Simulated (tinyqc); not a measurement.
Length of a polyene: Hueckel, PPP and singles CI along the polyenes. Computed by the program tinyqc. Hueckel uses the same beta without repulsion; CIS keeps all single excitations and so misses the low, doubly excited 2Ag state. W is the valence ionisation energy of a centre, MN the Mataga-Nishimoto formula, f the oscillator strength.

All-trans chains of carbon centres 1.40 angstrom apart:
```
parameter                               value
beta (eV), times 1 +/- alternation  -2.260000
alternation                                 0
W (eV)                              11.160000
gamma_rr (eV)                       10.420000
repulsion formula                        Ohno
```

Gaps and excitations (eV):
```
centres  Hueckel gap  PPP orbital gap  bright singlet (CIS)      f  lowest triplet (CIS)
2              4.520           11.840                 6.070  0.520                 2.970
4              2.794            9.241                 4.697  1.012                 1.919
6              2.012            7.897                 3.868  1.446                 1.412
10             1.287            6.524                 2.929  2.173                 0.957
12             1.090            6.132                 2.641  2.478                 0.843
14             0.945            5.843                 2.421  2.757                 0.763
```

Estimate the missing row, centres = 8.

Computed row:
```
centres  Hueckel gap  PPP orbital gap  bright singlet (CIS)      f  lowest triplet (CIS)
8              1.570            7.075                 3.318  1.831                 1.131
```

The Hueckel gap tends to 4 x alternation x |beta| = 0.00 eV for long chains (zero without alternation, falling as 1/N). Exchange opens the PPP orbital gap, and the attraction of electron and hole brings the bright state 3.42 eV below it at 14 centres; the triplet lies 1.66 eV lower still.
